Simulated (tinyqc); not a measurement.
# Which input was changed?

Model: microkinetic model of low-temperature epitaxy from hydride gases: adsorption, hydrogen desorption and rate control. Computed by tinyqc, a small Python program. Command: `OMP_NUM_THREADS=1 python tinyqc.py 3016119 3016120 out.jsonl hepi which`. One thread of a shared host (Intel(R) Xeon(R) Processor @ 2.30GHz), about 0.09 s of CPU time with the checks.

Each hydride molecule needs two free sites and leaves four hydrogen atoms, of which two leave at once as H2; theta is the hydrogen coverage, the site density is 6.78 per nm^2 and one layer is 1.358 angstrom thick.

Inputs (values chosen for the exercise, close to those used for silane, with second-order desorption as on Si(111) but the site density of Si(001)):
```
quantity,value,unit
silane pressure p_S,0.23,Pa
sticking prefactor of silane s0,0.11,-
adsorption barrier E_s,0.3,eV
desorption prefactor nu_d,2.6e+12,1/s
desorption energy on silicon E_d,2.05,eV
hydrogen carrier pressure p_H,150,Pa
sticking of hydrogen s_H,5.9e-07,-
temperature T,800,C
```

Film: silicon. Order of hydrogen desorption: second.

Constants: k_B = 8.617333262e-05 eV/K; u = 1.6605390666e-27 kg; k_B = 1.380649e-23 J/K.

Method:
- Flux per site F = p/(sqrt(2 pi M k_B T) x 6.78e18 per m^2), M = 32.12 u (silane), 2.016 u (hydrogen); s = s0 exp(-E_s/(k_B T)); k_S = s F_S = k; k_H = s_H F_H; k_d = nu_d exp(-E_d/(k_B T)).
- Temperatures in kelvin are T(C) + 273.15.
- With k the hydride and k_H the hydrogen adsorption rate on free pairs and k_d the desorption rate, steady state: 2 (k + k_H)(1 - theta)^2 = k_d theta^2; growth rate R = k (1 - theta)^2 layers/s; 1 layer/s = 8.148 nm/min.
- With c = 2 (k + k_H)/k_d the free share is 1 - theta = 1/(1 + sqrt(c)).
- X_i = d ln R/d ln k_i at fixed other constants. With f = 1 - theta and a = 2/f + 2/theta: d ln f/d ln k_d = 1/(a f), so X_d = 2/(a f), X_k = 1 - X_d k/(k + k_H), X_H = -X_d k_H/(k + k_H); they sum to 1.

Question. One of these inputs alone was changed, within the range given: sticking prefactor of silane s0 (0.055 to 0.22); desorption prefactor nu_d (1.3e+12 to 5.2e+12); desorption energy on silicon E_d (1.6 to 2.6); adsorption barrier E_s (0.15 to 0.6). Which one, and to what value?

Results:
```
run,growth rate G (nm/min),hydrogen coverage theta,X_d (desorption)
before,14.02027,0.0872929,0.0872929
after,32.21731,0.1214722,0.1214722
```

Answer.

Each candidate set to reproduce growth rate G, and what it then gives:
```
candidate,range searched,value needed,hydrogen coverage theta,X_d (desorption)
sticking prefactor of silane s0,0.055 to 0.22,out of reach,-,-
desorption prefactor nu_d (1/s),1.3e+12 to 5.2e+12,out of reach,-,-
desorption energy on silicon E_d (eV),1.6 to 2.6,out of reach,-,-
adsorption barrier E_s (eV),0.15 to 0.6,0.2160,0.12147,0.12147
```

Only adsorption barrier E_s fits every result: it went from 0.3 to 0.216 eV. No other candidate reaches the first result within its range.
